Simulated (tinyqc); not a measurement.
Six-transistor SRAM cell, nodal equations and margins: two steps of the calculation.

Two cross-coupled inverters (pull-down bn, pull-up bp) hold the nodes Q and QB; access transistors (ba, threshold VTn, gate on the word line at Vdd when selected) join them to the bit lines. Transistor (EKV form, voltages against the body): I = 2 n b Vt^2 [F(vp - Vs) - F(vp - Vd)] from drain to source, F(v) = ln^2(1 + exp(v/(2 Vt))), vp = (Vg - VT + sg |Vd - Vs|)/n. n-channel bodies are at 0; for the p-channel device all voltages are counted down from Vdd. b in uA/V^2 gives I in uA. For an access transistor the bit line is the drain and the node the source. In a read both bit lines are at Vdd. The cell is symmetric (no mismatch).

Values chosen for this exercise: temperature T = 325 K; supply voltage Vdd = 1.2 V; slope factor n = 1.45; drain-induced barrier lowering sg = 0.029; n-channel threshold VTn = 0.25 V; p-channel threshold (magnitude) VTp = 0.42 V; gain factor of the pull-down transistor bn = 750 uA/V^2; gain factor of the access transistor ba = 300 uA/V^2; gain factor of the pull-up transistor bp = 390 uA/V^2.

Constants: q = 1.602176634e-19 C, kB = 1.380649e-23 J/K, Vt = kB T/q. Results are converted to the units shown.

Question 1. Node voltages in a read by Newton steps. F1 = In(gate QB, drain Q) - Ip(gate QB, drain Q) - Ia(bit line, Q), F2 the same with Q and QB exchanged; J by central differences with +/- 1e-6 V; solve J d = -F, limit each component to +/- 0.15 V and add.

(Q, QB) after iteration 1 (V): Q 0.0989577, QB 1.1999122

Wanted: F1, F2; J; (Q, QB) after iteration 2.

Answer 1.

F1, F2 (uA): [-7.335, 0.055]

J (uS):
```
,Q,QB
F1,865.7,74.2
F2,1.8,265.6
```

(Q, QB) after iteration 2 (V): Q 0.107, QB 1.200

Question 2. The largest square in the read butterfly. f(x) is the node voltage of one half-cell in a read for input x (In - Ip - Ia = 0). Static noise margin: side of the largest square between the curve (x, f(x)) and its mirror image (f(y), y); with h(c) the root x of f(x) - x = c, it is the maximum over c > 0 of h(c) - h(-c) + c.

```
point,c (V)
0,0.19
1,0.31
2,0.43
3,0.52
4,0.62
5,0.68
6,0.74
```

Wanted: h(c); h(-c); side.

Answer 2.

```
point,h(c) (V),h(-c) (V),side (V)
0,0.46758,0.56343,0.09415
1,0.46232,0.61182,0.16050
2,0.45871,0.66945,0.21926
3,0.45414,0.72363,0.25051
4,0.43832,0.79470,0.26362
5,0.41941,0.84139,0.25802
6,0.39287,0.89020,0.24267
```

The maximum over c is 263.6 mV, the read margin; with the word line off (no Ia) the same construction gives 422.4 mV.

Program tinyqc, `OMP_NUM_THREADS=1 python tinyqc.py 2340172 2340173 out.jsonl`; Intel Xeon 2.30GHz, shared host, one thread, about 0.2 s.
